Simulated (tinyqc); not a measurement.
Single-domain magnet: Stoner-Wohlfarth switching, Neel-Arrhenius retention, LLG dynamics and spin torque. Changing the field angle psi from the easy axis. Computed by tinyqc, a small Python program. Command: `OMP_NUM_THREADS=1 python tinyqc.py 3031412 3031413 out.jsonl macro sweep`. One thread of a shared host (Intel(R) Xeon(R) Processor @ 2.30GHz), about 0.02 s of CPU time with the checks.

The moment is uniform, with unit vector m; z is the easy axis. mu_0 = 1.25663706212e-6 T m/A, gamma = 1.76085963023e11 rad/(s T).

Inputs (values chosen for the exercise, for a model magnet): saturation magnetisation M_s = 1370 kA/m; diameter d = 9 nm; aspect ratio p = 3.3; bulk anisotropy K_u = 26 kJ/m^3; exchange stiffness A = 17 pJ/m; temperature T = 300 K; attempt frequency f0 = 1 GHz; reversing field h = H/H_K = 0.24; waiting time t_w = 3.15e+08 s.

Shape: prolate spheroid, easy axis along it.

Constants: k_B = 1.380649e-23 J/K.

Method:
- N_z = [p ln(p + sqrt(p^2 - 1))/sqrt(p^2 - 1) - 1]/(p^2 - 1); V = pi d^3 p/6; K_eff = K_u + K_shape, K_shape = -(mu_0 M_s^2/4)(3 N_z - 1); mu_0 H_K = 2 K_eff/M_s.
- Delta = K_eff V/(k_B T); tau = exp(Delta)/f0; probability of a flip within t_w: P = 1 - exp(-t_w/tau). Wall width parameter sqrt(A/K_eff); a two-domain state costs 4 sqrt(A K_eff) times the cross-section that the wall cuts (pi d^2/4).
- Energy over K_eff V: e(theta) = sin^2(theta) + 2 h cos(theta - psi) for m at the angle theta from +z and a field that points at psi from -z (it pulls m away from +z towards negative theta); h_sw = (cos^(2/3) psi + sin^(2/3) psi)^(-3/2).
- The metastable minimum and the saddle are the two roots of e'(theta) = sin(2 theta) - 2 h sin(theta - psi) on either side of theta_c = -arctan(tan^(1/3) psi).

One run for each value; columns: (1) field angle psi from the easy axis (degrees); (2) switching field h_sw; (3) barrier / (K_eff V); (4) minimum theta (degrees); (5) saddle theta (degrees):
```
(1)     (2)     (3)     (4)     (5)
3    0.8226  0.5539   -0.95  -75.95
14   0.6247  0.4802   -4.34  -75.66
24   0.5496  0.4318   -7.20  -75.89
34   0.5126  0.4020   -9.68  -76.66
45   0.5000  0.3907  -11.85  -78.15
56   0.5126  0.4020  -13.34  -80.32
66   0.5496  0.4318  -14.11  -82.80
76   0.6247  0.4802  -14.34  -85.66
87   0.8226  0.5539  -14.05  -89.05
```

Over the rows, switching field h_sw goes from 0.823 through a minimum among these rows, 0.500 at 45.0, to 0.823; barrier / (K_eff V) goes from 0.554 through a minimum among these rows, 0.391 at 45.0, to 0.554. h_sw and the barrier are symmetric about 45 degrees, where a given field does most: it both tilts the moment and favours the other well.

Extremes, crossings and ranges named in words are read from the listed rows.
